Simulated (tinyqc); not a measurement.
What each form factor does: empirical-pseudopotential levels.

Empirical pseudopotential on the fcc lattice, atoms at +/- tau, tau = a (1,1,1)/8, no spin-orbit coupling. H(G,G') = c (2 pi/a)^2 |k + G|^2 delta + VS(q) cos(q.tau) + i VA(q) sin(q.tau), q = G - G', c = hbar^2/2m0; k and G in units of 2 pi/a; VS at |q|^2 = 3, 8, 11 and VA at 3, 4, 11, in rydberg, zero elsewhere. The basis is fixed: all 65 G with |G|^2 up to Gcut. Energies are counted from the fourth level at Gamma.

Constants: hbar^2/2m0 = 3.80998211 eV angstrom^2; Ry = 13.60569312 eV.

Inputs chosen for the exercise (near those of Si; the results hold for these values, not for the real material):

| symbol | value | unit | meaning |
|---|---|---|---|
| a | 5.417 | angstrom | lattice constant |
| VS3 | -0.212 | Ry |  |
| VS8 | 0.04 | Ry |  |
| VS11 | 0.078 | Ry |  |
| VA3 | 0 | Ry |  |
| VA4 | 0 | Ry |  |
| VA11 | 0 | Ry |  |
| Gcut | 16 | (2 pi/a)^2 | largest \|G\|^2 of the fixed basis |

Lowest empty singlet and triplet at Gamma and the valence width there (fixed basis); lowest empty level at X = (1,0,0) and L = (1/2,1/2,1/2) from the valence top, these levels and that top with all |k + G|^2 up to 21. Singlet and triplet count orbital degeneracy. VS3 is VS at |q|^2 = 3, and so on. The row for a keeps the form factors fixed, so it is no model of a real expansion, which changes them too.

One parameter was then changed.

Results before and after:

| case | singlet (eV) | triplet (eV) | X (eV) | L (eV) | width (eV) |
|---|---|---|---|---|---|
| base | 3.820 | 3.331 | 0.895 | 1.812 | 12.840 |
| changed | 3.674 | 3.292 | 0.607 | 1.753 | 12.855 |

Which of these changes was made? (a) a = 5.471 angstrom; (b) VS3 = -0.202 Ry; (c) VA11 = 0.03 Ry; (d) VA3 = 0.03 Ry; (e) VA4 = 0.03 Ry; (f) VS8 = 0.05 Ry; (g) VS11 = 0.088 Ry.

Answer: (c) VA11 = 0.03 Ry. Of the candidates, run in turn, only this one gives the changed row.

All candidates:

| case | singlet (eV) | triplet (eV) | X (eV) | L (eV) | width (eV) |
|---|---|---|---|---|---|
| base | 3.820 | 3.331 | 0.895 | 1.812 | 12.840 |
| a = 5.471 angstrom | 3.835 | 3.355 | 1.025 | 1.883 | 12.534 |
| VS3 = -0.202 Ry | 3.881 | 3.187 | 0.651 | 1.720 | 12.896 |
| VS8 = 0.05 Ry | 4.306 | 3.272 | 0.974 | 2.040 | 12.772 |
| VS11 = 0.088 Ry | 4.324 | 3.557 | 1.158 | 2.134 | 12.675 |
| VA3 = 0.03 Ry | 3.854 | 3.353 | 0.637 | 1.807 | 12.842 |
| VA4 = 0.03 Ry | 3.685 | 3.415 | 0.450 | 1.856 | 12.829 |
| VA11 = 0.03 Ry | 3.674 | 3.292 | 0.607 | 1.753 | 12.855 |

In a diamond crystal a small VA enters the levels at Gamma and L only in second order, by symmetry, but splits the degenerate pair at X in first order.

Run: tinyqc, `OMP_NUM_THREADS=1 python tinyqc.py 1081136 1081137 out.jsonl`; Intel(R) Xeon(R) Processor @ 2.30GHz, one thread, shared host; about 0.3 s of CPU time with all checks.
